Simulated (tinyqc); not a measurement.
Inside a calculation: Tamm state at the end of a one-band chain. Values are carried at full precision from step to step, so a last printed digit may differ when a step is redone from the rounded ones.

A half-infinite chain with site energy 0 and hopping -t, band E = -2t cos(ka); the end site has energy D. The surface Green function of the unperturbed half chain is g = (E -/+ sqrt(E^2 - 4t^2))/(2t^2), the root with |t g| <= 1 and Im g <= 0, and with the shift G = g/(1 - D g).

Values chosen for the exercise:
- t = 2.36 eV (hopping)
- D = 4.7 eV (shift of the end site)
- a = 3.3 angstrom (spacing)
- N = 10 (sites)
- E = -2.94 eV (energy in the band)

## The bound state

Amplitudes z^n solve the chain for E = -t (z + 1/z); the end site demands z = -t/D, bound if |z| < 1. Then E = D + t^2/D, weight on the end site 1 - z^2, decay length -a/ln|z|.

z = -0.5021
E = 5.8850 eV
weight on the end site = 0.7479
decay length of the amplitude = 4.790 angstrom

The state lies 1.1650 eV above the band, and its amplitude alternates in sign from site to site.

## A finite chain

Write H for N sites.

H (eV):
```
         1       2       3       4       5       6       7       8       9      10
1    4.700  -2.360       0       0       0       0       0       0       0       0
2   -2.360       0  -2.360       0       0       0       0       0       0       0
3        0  -2.360       0  -2.360       0       0       0       0       0       0
4        0       0  -2.360       0  -2.360       0       0       0       0       0
5        0       0       0  -2.360       0  -2.360       0       0       0       0
6        0       0       0       0  -2.360       0  -2.360       0       0       0
7        0       0       0       0       0  -2.360       0  -2.360       0       0
8        0       0       0       0       0       0  -2.360       0  -2.360       0
9        0       0       0       0       0       0       0  -2.360       0  -2.360
10       0       0       0       0       0       0       0       0  -2.360       0
```

## Levels of the finite chain

Diagonalise; give the weight of each level on site 1.

levels (eV): -4.5035  -3.8734  -2.8858  -1.6289  -0.2151  1.2284  2.5700  3.6820  4.4413  5.8850

weights on site 1: 0.0020  0.0077  0.0164  0.0271  0.0380  0.0469  0.0505  0.0434  0.0203  0.7479

The split-off level differs from the half-infinite value by -0.003 meV, the pull of the far end.

## Local density of states in the band

Form g and G at E; the surface density is -Im G/pi, the bulk density 1/(pi sqrt(4t^2 - E^2)).

g = -0.2639-0.3315i 1/eV
G = -0.1488-0.0445i 1/eV

densities (1/eV): clean end 0.1055, shifted end 0.0142, bulk 0.0862

## Checks

- Pole of G, 1 - D g(E) = 0, at the bound level: both 1.00000.

Computed by tinyqc, a small Python program: `OMP_NUM_THREADS=1 python tinyqc.py 1480115 1480116 out.jsonl` (the numbers bound the seed that draws the inputs); one thread of a shared host (Intel(R) Xeon(R) Processor @ 2.30GHz), about 0.01 s for the whole set of steps.
